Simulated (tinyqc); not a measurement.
## Modulation-doped quantum well, Poisson-Schroedinger loop: effect of the temperature

A well of width L centred at z = 0 between barriers Vb; effective-mass electrons, parabolic bands. The electrons come from donor sheets outside the mesh, a share fL of Ns on the left and the rest on the right, so the structure is neutral. Energies are counted from the band edge of the well, with U = 0 on the first node in the Hartree part.

Schroedinger equation -C d/dz (1/m) dpsi/dz + (V0 + U) psi = E psi, C = hbar^2/(2 m0), on a fine mesh (400 intervals across the well) with hard walls 8.1 nm outside the well edges (to within half a fine step); the lowest 2 levels are kept. V0 = 0 in the well and Vb outside, plus q Fz z (1 kV/cm = 1e-4 eV/nm). N_k = D Vt ln(1 + exp((EF - E_k)/Vt)), D = md m0 q/(pi hbar^2), sum N_k = Ns; n = sum N_k |psi_k|^2. dU/dz = q (fL Ns - integral of n from the left)/(eps0 eps_r). The loop is converged to 1e-9 eV; shares under 0.001 % are printed as 0.

Parameters, values chosen for the exercise; material values close to those of GaAs in AlGaAs: mass along z in the well mw = 0.0654 m0; mass along z in the barriers mb = 0.0943 m0; in-plane mass md = 0.0654 m0; barrier height Vb = 0.255 eV; relative permittivity (all layers) eps_r = 12.6; well width L = 19.8 nm; sheet density of electrons Ns = 6.5e11 cm^-2; share of the donors on the left side fL = 0.5; applied field along z Fz = 0 kV/cm.

Constants: q = 1.602176634e-19 C, kB = 1.380649e-23 J/K, hbar = 1.054571817e-34 J s, m0 = 9.1093837015e-31 kg, Vt = kB T/q, eps0 = 8.8541878128e-14 F/cm where lengths are in cm, hbar^2/(2 m0) = 0.0380998212 eV nm^2. Results are converted to the units shown.

The same in every row: centroid (nm) = 0.

Effect of the temperature:

| T (K) | E2 - E1 (meV) | EF - E1 (meV) | share of E2 (%) | charge in the barriers (%) | range of U in the well (meV) |
|---|---|---|---|---|---|
| 4 | 25.0 | 23.8 | 0.0370 | 1.07 | 28.0 |
| 20 | 25.1 | 23.3 | 2.16 | 1.12 | 27.8 |
| 50 | 25.2 | 22.1 | 7.10 | 1.22 | 27.4 |
| 100 | 25.4 | 19.4 | 14.7 | 1.38 | 26.6 |
| 150 | 25.6 | 15.5 | 20.5 | 1.51 | 26.1 |
| 200 | 25.7 | 10.3 | 24.9 | 1.60 | 25.7 |
| 300 | 25.9 | -2.98 | 30.8 | 1.73 | 25.1 |
| 400 | 26.0 | -19.3 | 34.5 | 1.81 | 24.7 |

Read the table: what changes, and by how much?

As T goes from 4 to 400, E2 - E1 rises from 25.0 to 26.0 meV, EF - E1 falls from 23.8 to -19.3 meV and the share of E2 rises from 0.0370 to 34.5 %. EF stays below E2 throughout. For T = 200, 300, 400 E2 holds over 8 % and the third level, left out, lies near enough to EF to take a share too.

Program tinyqc, `OMP_NUM_THREADS=1 python tinyqc.py 2140046 2140047 out.jsonl`; Intel Xeon 2.30GHz, shared host, one thread, about 0.1 s.
